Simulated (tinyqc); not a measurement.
# Doping from resistivity

Problem. A uniform, uncompensated and fully ionised sample has rho = 1/(q N mu), mu = m1 + (m2 (T/300 K)^(-bt) - m1)/(1 + (N/Nr)^am). Find N, mu and the diffusion coefficient mu Vt.

Parameters, values chosen for the exercise: temperature T = 300 K; mobility limit at high doping m1 = 51.2 cm^2/(V s); mobility limit at low doping, at 300 K m2 = 1410 cm^2/(V s); reference doping of the mobility law Nr = 1e17 cm^-3; exponent of the mobility law am = 0.705; temperature exponent of m2 bt = 1.8.

Constants: q = 1.602176634e-19 C, kB = 1.380649e-23 J/K, Vt = kB T/q. Results are converted to the units shown.

resistivity = 0.0082097971 ohm cm

Answer. With am below 1 the product N mu rises steadily with N, so one doping matches; it is found by iterating N = 1/(q rho mu(N)).

N = 6.300e18 cm^-3
mu = 120.7 cm^2/(V s)
diffusion coefficient = 3.120 cm^2/s

tinyqc, about 0.01 s, one thread, Intel Xeon 2.30GHz (shared host): `OMP_NUM_THREADS=1 python tinyqc.py 2110138 2110139 out.jsonl`
